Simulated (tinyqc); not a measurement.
# Changing the static B'

Model: quasi-harmonic thermal expansion with mode Grueneisen parameters. Computed by tinyqc, a small Python program. Command: `OMP_NUM_THREADS=1 python tinyqc.py 3021138 3021139 out.jsonl qha sweep`. One thread of a shared host (Intel(R) Xeon(R) Processor @ 2.30GHz), about 0.05 s of CPU time with the checks.

A crystal with two atoms a cell; per atom there are 1 transverse acoustic (TA), 1/2 longitudinal acoustic (LA) and 3/2 optical (O) modes. Every frequency of group i scales as nu_i (V/V0)^(-gamma_i). Each group has one frequency. Static energy: E = (9 V0 B0/16) [y^3 B' + y^2 (2 - 4 y)], y = (V0/V)^(2/3) - 1, with pressure P_s = (3 B0/2) (z^7 - z^5) [1 + (3/4)(B' - 4)(z^2 - 1)], z = (V0/V)^(1/3).

Inputs (values chosen for the exercise, modelled on silicon carbide):
```
quantity                       value             unit
static volume V0                10.4  angstrom^3/atom
static bulk modulus B0           225              GPa
frequency nu_TA                 11.4              THz
frequency nu_LA                 18.7              THz
frequency nu_O                  25.9              THz
Grueneisen parameter gamma_TA  0.089                -
Grueneisen parameter gamma_LA   0.89                -
Grueneisen parameter gamma_O     1.1                -
temperature T                    200                K
step factor f                    0.8                -
```

Acoustic groups: Einstein.

Constants: h x 1 THz = 4.135667696 meV; k_B = 8.617333262e-05 eV/K; 1 eV/angstrom^3 = 160.2176634 GPa.

Method:
- For a mode with x = h nu/(k_B T), n = 1/(exp(x) - 1): U = h nu (n + 1/2), C/k_B = x^2 n (n + 1); U_i and C_i sum these over group i with its weight per atom.
- Phonon pressure P_ph = sum_i gamma_i U_i/V.
- gamma_th = sum gamma_i C_i / sum C_i; volume expansion coefficient alpha_V = gamma_th C k_B/(B0 V0); linear coefficient alpha_V/3; first-order volume change P_ph/B0.
- Start at V0 and step V(new) = V [1 + f (P_s + P_ph)/B0]; stop when |P_s + P_ph| < 1e-8 GPa, after 60 steps, or when V leaves 0.7 to 1.3 V0.
- B_T = -V d(P_s + P_ph)/dV at fixed T (central difference, step 1e-4 V); alpha_V = sum gamma_i C_i k_B/(B_T V), all at V(T); the linear coefficient is alpha_L = alpha_V/3.
- C_P - C_V = alpha_V^2 B_T V T; the optical frequency is nu_O (V/V0)^(-gamma_O).

One run for each value; columns: (1) static B'; (2) isothermal bulk modulus B_T (GPa); (3) linear expansion coefficient (ppm/K); (4) volume change from V0 (%); (5) linear expansion, Grueneisen estimate (ppm/K):
```
(1)    (2)     (3)     (4)     (5)
2.5  224.2  0.5618  0.7430  0.5516
3.2  223.0  0.5648  0.7449  0.5516
4.0  221.7  0.5681  0.7471  0.5516
4.8  220.4  0.5716  0.7493  0.5516
5.5  219.2  0.5747  0.7513  0.5516
6.2  218.0  0.5778  0.7533  0.5516
7.0  216.7  0.5814  0.7556  0.5516
```

What does the table show, and why?

Over the rows, isothermal bulk modulus B_T (GPa) falls from 224 to 217 (exponent d ln y / d ln x -0.021 between the first rows and -0.051 between the last); linear expansion coefficient (ppm/K) rises from 0.562 to 0.581 (exponent d ln y / d ln x 0.021 between the first rows and 0.052 between the last); volume change from V0 (%) rises from 0.7430 to 0.7556 (exponent d ln y / d ln x 0.010 between the first rows and 0.025 between the last). The estimate at V0 does not know B'; the full result does, through the change of B_T with volume.
